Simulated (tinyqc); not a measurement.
MP2 on RHF in the 6-31g basis, for H4, spin multiplicity 1, step by step. One step of it, computed by the program tinyqc.

Task: Iteration 7 (converged): orbitals. Diagonalise F' = X^T F X, C = X C', fill 2 alpha and 2 beta electrons from the bottom; D = 2 C_occ C_occ^T. Each column has its largest component positive (the first on a tie).

converged F (hartree):
```
,1H 1s,1H 2s,2H 1s,2H 2s,3H 1s,3H 2s,4H 1s,4H 2s
1H 1s,0.069803,-0.440672,-0.439963,-0.423861,-0.046404,-0.167061,0.022859,-0.012720
1H 2s,-0.440672,-0.323004,-0.454531,-0.383778,-0.141067,-0.222468,-0.012735,-0.068026
2H 1s,-0.439963,-0.454531,-0.000006,-0.508665,-0.286167,-0.345684,-0.046253,-0.140882
2H 2s,-0.423861,-0.383778,-0.508665,-0.431730,-0.345589,-0.353179,-0.166798,-0.222281
3H 1s,-0.046404,-0.141067,-0.286167,-0.345589,0.000428,-0.508374,-0.439402,-0.454127
3H 2s,-0.167061,-0.222468,-0.345684,-0.353179,-0.508374,-0.431594,-0.423480,-0.383604
4H 1s,0.022859,-0.012735,-0.046253,-0.166798,-0.439402,-0.423480,0.070236,-0.440386
4H 2s,-0.012720,-0.068026,-0.140882,-0.222281,-0.454127,-0.383604,-0.440386,-0.322828
```

X:
```
,1,2,3,4,5,6,7,8
1H 1s,0.059319,-0.560969,-0.822832,0.556615,-0.388817,0.531924,-0.299508,0.123876
1H 2s,-1.822575,1.337669,0.794979,-0.404248,-0.146807,0.252266,-0.305054,0.185448
2H 1s,-0.628971,0.559347,-0.283630,0.668085,0.795231,-0.400293,-0.188558,0.174197
2H 2s,3.883606,-1.092055,0.339506,-0.437413,0.066028,-0.169349,-0.169040,0.252515
3H 1s,0.628412,0.559912,0.284493,0.668622,-0.793424,-0.402037,0.188600,0.174105
3H 2s,-3.880470,-1.094114,-0.339880,-0.436921,-0.065831,-0.169750,0.169241,0.252451
4H 1s,-0.058983,-0.560588,0.823997,0.555346,0.387525,0.532560,0.299673,0.123701
4H 2s,1.819310,1.337651,-0.796046,-0.403294,0.145795,0.252559,0.305370,0.185264
```

Give: F' = X^T F X; orbital energies; coefficients C; D after iteration 7.

Result:

F' = X^T F X (hartree):
```
,1,2,3,4,5,6,7,8
1,0.8944,0.0000,0.1643,0.0001,-0.4389,-0.0003,0.0489,0.0000
2,0.0000,0.9789,0.0001,0.0555,0.0006,-0.4393,0.0000,-0.0113
3,0.1643,0.0001,0.9813,0.0001,0.1365,0.0003,0.0890,0.0000
4,0.0001,0.0555,0.0001,0.8463,-0.0003,0.0475,0.0000,-0.1467
5,-0.4389,0.0006,0.1365,-0.0003,0.8960,0.0003,0.0523,-0.0002
6,-0.0003,-0.4393,0.0003,0.0475,0.0003,0.3628,0.0001,0.0098
7,0.0489,0.0000,0.0890,0.0000,0.0523,0.0001,-0.4468,0.0001
8,0.0000,-0.0113,0.0000,-0.1467,-0.0002,0.0098,0.0001,-0.6393
```

orbital energies (hartree): MO1 -0.6539, MO2 -0.4562, MO3 0.1283, MO4 0.3825, MO5 0.8644, MO6 1.0632, MO7 1.2098, MO8 1.3354

coefficients C:
```
,MO1,MO2,MO3,MO4,MO5,MO6,MO7,MO8
1H 1s,0.1703,-0.2397,0.1634,0.0512,0.6188,-0.8908,-0.6960,0.2598
1H 2s,0.1411,-0.2556,0.8805,-1.6017,-0.4276,0.3320,1.0330,-1.1546
2H 1s,0.2444,-0.1827,-0.1515,0.1905,0.5786,-0.1733,0.7284,-1.0228
2H 2s,0.2114,-0.3652,-0.6094,2.5210,-0.4448,1.0677,-0.9239,2.7587
3H 1s,0.2441,0.1829,-0.1518,-0.1902,0.5780,0.1734,0.7332,1.0195
3H 2s,0.2110,0.3656,-0.6099,-2.5189,-0.4390,-1.0666,-0.9382,-2.7534
4H 1s,0.1699,0.2399,0.1634,-0.0509,0.6179,0.8928,-0.6957,-0.2558
4H 2s,0.1409,0.2561,0.8806,1.5988,-0.4291,-0.3348,1.0375,1.1483
```

D after iteration 7:
```
,1H 1s,1H 2s,2H 1s,2H 2s,3H 1s,3H 2s,4H 1s,4H 2s
1H 1s,0.1729,0.1706,0.1708,0.2471,-0.0045,-0.1034,-0.0571,-0.0748
1H 2s,0.1706,0.1705,0.1624,0.2464,-0.0246,-0.1274,-0.0747,-0.0912
2H 1s,0.1708,0.1624,0.1862,0.2368,0.0525,-0.0304,-0.0046,-0.0247
2H 2s,0.2471,0.2464,0.2368,0.3561,-0.0304,-0.1778,-0.1034,-0.1275
3H 1s,-0.0045,-0.0246,0.0525,-0.0304,0.1860,0.2367,0.1707,0.1625
3H 2s,-0.1034,-0.1274,-0.0304,-0.1778,0.2367,0.3563,0.2471,0.2467
4H 1s,-0.0571,-0.0747,-0.0046,-0.1034,0.1707,0.2471,0.1728,0.1707
4H 2s,-0.0748,-0.0912,-0.0247,-0.1275,0.1625,0.2467,0.1707,0.1709
```
